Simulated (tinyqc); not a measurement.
# Threshold-voltage variability of a planar MOSFET, analytic estimates: effects of single changes

Three independent sources add in quadrature: random dopants in the depleted layer, metal-gate grains of two orientations, and roughness of the two gate edges acting through the roll-off VT = VT(long) - Vr exp(-L/l). These are first-order estimates: no three-dimensional electrostatics, no percolation.

Parameters, values chosen for the exercise; material values close to those of silicon:

| symbol | value | unit | meaning |
|---|---|---|---|
| T | 400 | K | temperature |
| Eg | 1.13 | eV | band gap |
| eps_r | 11.8 |  | relative permittivity of the semiconductor |
| Nc | 4.3e19 | cm^-3 | conduction-band density of states at T |
| Nv | 4.03e19 | cm^-3 | valence-band density of states at T |
| Na | 2.6e18 | cm^-3 | channel doping |
| ti | 2.5 | nm | oxide-equivalent thickness in inversion |
| L | 20 | nm | gate length |
| W | 86 | nm | gate width |
| G | 15 | nm | metal grain size |
| dW | 0.2 | eV | work-function difference of the two grain orientations |
| p | 0.6 |  | share of the orientation of higher work function |
| De | 1.8 | nm | rms roughness of one gate edge |
| La | 15 | nm | correlation length of the roughness |
| l | 4.3 | nm | decay length of the threshold roll-off |
| Vr | 1.9 | V | prefactor of the roll-off |

Constants: q = 1.602176634e-19 C, kB = 1.380649e-23 J/K, Vt = kB T/q, eps0 = 8.8541878128e-14 F/cm where lengths are in cm. Results are converted to the units shown.

Each table varies one quantity; the others keep the values above.

## Effect of the correlation length of the roughness

ni = sqrt(Nc Nv) exp(-Eg/(2 Vt)), Eg in volts; Cox = 3.9 eps0/ti; Wd = sqrt(4 eps0 eps_r Vt ln(Na/ni)/(q Na)); dopants: s1 = (q/Cox) sqrt(Na Wd/(3 L W)). Grains: Ng = L W/G^2 (at least 1), s2 = dW sqrt(p (1 - p)/Ng). Edges, with exponential correlation and u = W/La: the mean gate length has sL^2 = 2 De^2 (2/u)[1 - (1 - exp(-u))/u]; s3 = sL (Vr/l) exp(-L/l). s = sqrt(s1^2 + s2^2 + s3^2). l and Vr are held fixed.

The same in every row: s1 (mV) = 38.36; s2 (mV) = 35.44.

Results:
```
La (nm)  s3 (mV)  s (mV)  s sqrt(L W) (mV um)
2          2.290   52.27                2.168
10         4.870   52.45                2.175
20         6.431   52.62                2.182
40         7.952   52.82                2.191
80         9.118   53.01                2.199
160        9.860   53.14                2.204
```

Estimate the missing row, La = 5 nm.

Computed row:
```
La (nm)  s3 (mV)  s (mV)  s sqrt(L W) (mV um)
5          3.555   52.34                2.171
```

With this row back in the table: As La goes from 2 to 160 nm, s rises from 52.3 to 53.1 mV. The dopants are the largest source in the first and the last row. The edge term s3 rises from 2.29 to 9.86 mV: a longer correlation averages out less along the width. In every row the depletion depth exceeds L, so source and drain share much of the charge and s1 is rough.

## Effect of the gate length

Same model as above.

l and Vr are held fixed.

Effect of the gate length:
```
L (nm)  s1 (mV)  s2 (mV)   s3 (mV)  s (mV)  s sqrt(L W) (mV um)
12       49.518   45.750    37.062  76.933               2.4714
14       45.845   42.356    23.277  66.615               2.3115
17       41.603   38.437    11.586  57.814               2.2106
21       37.432   34.583    4.5702  51.167               2.1744
25       34.307   31.696    1.8028  46.743               2.1674
30       31.318   28.935   0.56357  42.642               2.1659
37       28.200   26.054   0.11065  38.394               2.1658
44       25.860   23.892  0.021725  35.207               2.1658
```

As L goes from 12 to 44 nm, s falls from 76.9 to 35.2 mV. The dopants are the largest source in the first and the last row. The product s sqrt(L W) falls from 2.47 to 2.17 mV um: s1 and s2 go as 1/sqrt(L W), so the change comes from s3 alone. For L = 12 to 21 nm the depletion depth exceeds L, so source and drain share much of the charge and s1 is rough.

## Effect of the channel doping

Same model as above.

l and Vr are held fixed.

The same in every row: s2 (mV) = 35.44; s3 (mV) = 5.767.

Result of one run:
```
Na (cm^-3)  s1 (mV)  s (mV)  s sqrt(L W) (mV um)
4.5e18        44.43   57.12                2.369
```

What becomes of these results when the channel doping Na is changed from 4.5e18 to 2.6e18 cm^-3, all else the same?

Result of the changed run:
```
Na (cm^-3)  s1 (mV)  s (mV)  s sqrt(L W) (mV um)
2.6e18        38.36   52.54                2.179
```

The whole series:
```
Na (cm^-3)  s1 (mV)  s (mV)  s sqrt(L W) (mV um)
1.5e17        17.73   40.04                1.661
2.6e17        20.59   41.39                1.717
4.7e17        24.18   43.29                1.795
8.2e17        28.11   45.60                1.891
1.5e18        33.09   48.82                2.025
2.6e18        38.36   52.54                2.179
4.5e18        44.43   57.12                2.369
8e18          51.82   63.04                2.614
```

As Na goes from 1.5e17 to 8e18 cm^-3, s rises from 40.0 to 63.0 mV. The largest source is the grains in the first row and the dopants in the last. s1 goes on average as Na^(0.27), near the 1/4 expected from Na Wd. For Na = 1.5e17 to 2.6e18 cm^-3 the depletion depth exceeds L, so source and drain share much of the charge and s1 is rough.

Computed by the program tinyqc: `OMP_NUM_THREADS=1 python tinyqc.py 2090091 2090092 out.jsonl`, one thread of a shared Intel Xeon 2.30GHz, about 0.01 s for the whole run.
